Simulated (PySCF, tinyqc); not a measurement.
CIS on RHF in the sto-6g basis, for H3-, spin multiplicity 1, step by step. The basis has no diffuse functions, so it cannot describe the extra electron: this is an exercise in the method, not the real anion. The lowest restricted solution is unstable here: a spin-polarised one lies 0.1356 hartree lower (PySCF). One step of it, computed by the program tinyqc.

Question. CIS matrix, triplets. A(ia,jb) = (e_a - e_i) d_ij d_ab - (ij|ab).

orbital energies (hartree): MO1 -0.192955, MO2 0.650362, MO3 1.011719

Two-electron integrals over orbitals (pq|rs), unique and non-zero (hartree):
```
(11|11) 0.624849    (21|11) -0.000047   (21|21) 0.128250    (22|11) 0.586523
(22|21) 0.000165    (22|22) 0.679869    (31|11) 0.024725    (31|21) 0.000012
(31|22) -0.093240   (31|31) 0.155471    (32|11) 0.000017    (32|21) -0.093990
(32|22) -0.000061   (32|31) -0.000122   (32|32) 0.087001    (33|11) 0.613751
(33|21) -0.000131   (33|22) 0.553190    (33|31) 0.068161    (33|32) 0.000052
(33|33) 0.652782
```

Give: CIS matrix A, triplet.

Answer.

CIS matrix A, triplet (hartree):
```
       1>3     2>3
1>3  0.591   0.000
2>3  0.000  -0.192
```
